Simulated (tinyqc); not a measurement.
# All-pass ring resonator: effect of the power coupling

A ring of length L = 2 pi Rr coupled to one bus waveguide: round-trip amplitude a = 10^(-al L/20), self-coupling t = sqrt(1 - k2). At detuning d from the resonance the round-trip phase is p = 2 pi d/FSR and the transmission T = (a^2 - 2 a t cos p + t^2)/(1 - 2 a t cos p + a^2 t^2). Lossless coupler, linear absorption only.

FSR = lam^2/(ng L), finesse F = pi sqrt(a t)/(1 - a t), FWHM = FSR/F, Q = lam/FWHM, Tmin = (a - t)^2/(1 - a t)^2, power build-up k2 a^2/(1 - a t)^2, optical bandwidth c/(lam Q).

Values chosen for this exercise; values close to those of silicon waveguides:
```
symbol  value   unit                    meaning
lam      1550     nm  cold resonance wavelength
Rr         20     um                ring radius
ng       4.02                       group index
al        3.4  dB/cm           propagation loss
```

Constants: c = 299792458 m/s. Results are converted to the units shown.

The same in every row: a = 0.99509.

Results:

| k2 | t | Q | Tmin | build-up | bandwidth (GHz) |
|---|---|---|---|---|---|
| 0.0012 | 0.99940 | 1.8551e5 | 0.61223 | 39.222 | 1.0426 |
| 0.0021 | 0.99895 | 1.7150e5 | 0.41974 | 58.692 | 1.1278 |
| 0.0036 | 0.99820 | 1.5231e5 | 0.21483 | 79.419 | 1.2698 |
| 0.0061 | 0.99695 | 1.2833e5 | 0.054329 | 95.653 | 1.5071 |
| 0.01 | 0.99499 | 1.0296e5 | 1.1404e-4 | 101.14 | 1.8785 |
| 0.018 | 0.99096 | 73130 | 0.088408 | 92.206 | 2.6448 |
| 0.052 | 0.97365 | 32380 | 0.47451 | 53.152 | 5.9732 |
| 0.088 | 0.95499 | 20083 | 0.65122 | 35.279 | 9.6306 |

Estimate the missing row, k2 = 0.03.

Computed row:

| k2 | t | Q | Tmin | build-up | bandwidth (GHz) |
|---|---|---|---|---|---|
| 0.03 | 0.98489 | 50816 | 0.26186 | 74.661 | 3.8062 |

With this row back in the table: As k2 goes from 0.0012 to 0.088, Q falls from 1.86e5 to 20100, Tmin goes from 0.612 through a minimum of 1.14e-4 (at k2 = 0.01 among the rows listed) to 0.651 and the build-up goes from 39.2 through a maximum of 101 (at k2 = 0.01 among the rows listed) to 35.3. The ring is overcoupled (t < a) in 5 of the 9 rows; the dip is deepest where t and a cross.

Computed by the program tinyqc: `OMP_NUM_THREADS=1 python tinyqc.py 2650040 2650041 out.jsonl`, one thread of a shared Intel Xeon 2.30GHz, about 0.01 s for the whole run.
